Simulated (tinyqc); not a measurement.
Strain-driven roughening and islands of a mismatched epitaxial film: one step, computed by the program tinyqc. Command: `OMP_NUM_THREADS=1 python tinyqc.py 3030401 3030402 out.jsonl island walk`. One thread of a shared host (Intel(R) Xeon(R) Processor @ 2.30GHz), about 0.01 s of CPU time with the checks.

Film and substrate share isotropic elastic constants; the film is coherent and biaxially strained.

Problem. Wetting layer. The surface energy depends on thickness as gamma + (gamma_s - gamma) exp(-h/delta). Its curvature adds W2 = (gamma_s - gamma) exp(-h/delta)/delta^2 to the restoring terms; the flat film is stable while W2 > (1 + nu)^2 w^2/gamma, which gives h_c = delta ln[(gamma_s - gamma) gamma/(delta^2 (1 + nu)^2 w^2)], or 0 if negative.

Inputs (values chosen for the exercise, modelled on InAs on GaAs): Poisson ratio nu = 0.32; surface energy gamma = 0.672 J/m^2; wetting energy gamma_s - gamma = 0.19 J/m^2; decay length of wetting delta = 0.37 nm.

energy density w = 599.9950 MJ/m^3

Give: wetting-layer thickness h_c.

Solution.

wetting-layer thickness h_c = 0.1468 nm

Wetting is too weak to hold a flat layer thicker than about a monolayer.
